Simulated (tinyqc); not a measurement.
Changing the fraction x of B: elastic strain and critical thickness of a cubic alloy layer A(1-x)B(x) on a thick substrate. Computed by tinyqc, a small Python program. Command: `OMP_NUM_THREADS=1 python tinyqc.py 3010536 3010537 out.jsonl misfit sweep`. One thread of a shared host (Intel(R) Xeon(R) Processor @ 2.30GHz), about 0.03 s of CPU time with the checks.

Strain is positive in tension. The layer is coherent with the substrate unless said otherwise.

Inputs (values chosen for the exercise, modelled on Ga(1-x)In(x)As on InP):

| quantity | value | unit |
|---|---|---|
| lattice constant a_A | 5.653 | angstrom |
| lattice constant a_B | 6.058 | angstrom |
| substrate lattice constant a_S | 5.869 | angstrom |
| layer thickness h | 3.9 | nm |
| X-ray wavelength | 1.540593 | angstrom |
| start of the iteration h0/b | 20 | - |

Growth plane: (001). Layer: uncapped. Misfit dislocation: 60-degree.

C11, C12, C44 of A (GPa): 118  54.16  60.29

C11, C12, C44 of B (GPa): 84.19  45.91  39.28

Method:
- a = (1 - x) a_A + x a_B, the same rule for each C_ij; misfit f = (a_S - a)/a, the in-plane strain of the coherent layer.
- (001): D = 2 C12/C11, M = C11 + C12 - 2 C12^2/C11. The free surface carries no normal stress, so e_perp = -D f; dV/V = 2 f + e_perp; stress = M f; energy per area = M f^2 h (1 GPa nm = 1 J/m^2).
- Reflection 004: d = a_perp/sqrt(16), with a_perp = a (1 + e_perp) for the coherent layer, a for the relaxed layer and a_S for the substrate; sin(theta) = lambda/(2 d).
- Voigt averages: G = (C11 - C12 + 3 C44)/5, B = (C11 + 2 C12)/3, nu = (3 B - 2 G)/(2 (3 B + G)); b = a/sqrt(2). The 60-degree dislocation has cos alpha = 1/2, and cos lambda = 1/2 on (001).
- Matthews-Blakeslee: h_c = A [ln(h_c/b) + 1], A = b (1 - nu cos^2 alpha)/(8 pi |f| (1 + nu) cos lambda), the factor 8 pi being that of an uncapped layer.
- Start at h0, put the right side back in, and stop when the change is below 1e-9 h or h turns negative.

One run for each value:

| fraction x of B | misfit f | in-plane stress (GPa) | critical thickness h_c (Matthews-Blakeslee) (nm) | peak separation of the coherent layer (arcsec) | biaxial modulus M (GPa) |
|---|---|---|---|---|---|
| 0.04 | 0.03524 | 4.257 | 1.68 | 9037 | 120.8 |
| 0.13 | 0.02863 | 3.352 | 2.36 | 7322 | 117.1 |
| 0.22 | 0.02210 | 2.505 | 3.49 | 5640 | 113.3 |
| 0.32 | 0.01494 | 1.631 | 6.08 | 3805 | 109.2 |
| 0.41 | 0.00858 | 0.905 | 12.71 | 2183 | 105.4 |
| 0.50 | 0.00231 | 0.234 | 64.83 | 586 | 101.6 |
| 0.59 | -0.00390 | -0.381 | 34.39 | -989 | 97.8 |
| 0.68 | -0.01002 | -0.941 | 10.43 | -2542 | 93.9 |
| 0.78 | -0.01674 | -1.500 | 5.22 | -4247 | 89.6 |
| 0.87 | -0.02270 | -1.947 | 3.36 | -5764 | 85.7 |
| 0.96 | -0.02860 | -2.339 | 2.36 | -7268 | 81.8 |

What does the table show, and why?

Over the rows, misfit f falls from 0.0352 to -0.0286; in-plane stress (GPa) falls from 4.26 to -2.34; critical thickness h_c (Matthews-Blakeslee) (nm) goes from 1.68 through a maximum among these rows, 64.8 at 0.500, to 2.36. The misfit changes sign between x = 0.50 and 0.59, where the layer is lattice matched and h_c grows without bound.

Caution (rows 0.0400, 0.130, 0.220, 0.870, 0.960): above about 2 % misfit, linear elasticity is rough and compressed layers tend to form islands before dislocations. Caution (rows 0.0400, 0.130, 0.960): a critical thickness of a few Burgers vectors is outside continuum elasticity and hangs on the core term.

Extremes, crossings and ranges named in words are read from the listed rows.
